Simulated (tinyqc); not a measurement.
Worked calculation: one-electron ion in a basis of Gaussians. One step of it, computed by the program tinyqc.

Task: Matrices over normalised Gaussians. With p = a_i + a_j and I(k) = Gamma((k+1)/2) / (2 p^((k+1)/2)): S = I(2l+2), T = (2l+3) a_i a_j S / p, V = -Z I(2l+1), each divided by sqrt(S_ii S_jj).

exponents of r^l exp(-a r^2) (1/bohr^2): 0.152500  0.258000  0.436400  0.738100  1.248000  2.111000

Z = 3

l = 1

Give: S; T; V.

Result:

S, lower triangle:
```
       1      2      3      4      5      6
1  1.000
2  0.918  1.000
3  0.718  0.918  1.000
4  0.493  0.719  0.918  1.000
5  0.306  0.493  0.719  0.918  1.000
6  0.178  0.306  0.493  0.719  0.918  1.000
```

T (hartree), lower triangle:
```
       1      2      3      4      5      6
1  0.381
2  0.440  0.645
3  0.406  0.744  1.091
4  0.311  0.687  1.259  1.845
5  0.208  0.527  1.162  2.130  3.120
6  0.127  0.352  0.891  1.965  3.601  5.277
```

V (hartree), lower triangle:
```
        1       2       3       4       5       6
1  -1.246
2  -1.328  -1.621
3  -1.244  -1.727  -2.108
4  -1.049  -1.619  -2.246  -2.742
5  -0.818  -1.365  -2.105  -2.921  -3.565
6  -0.604  -1.064  -1.776  -2.738  -3.798  -4.637
```
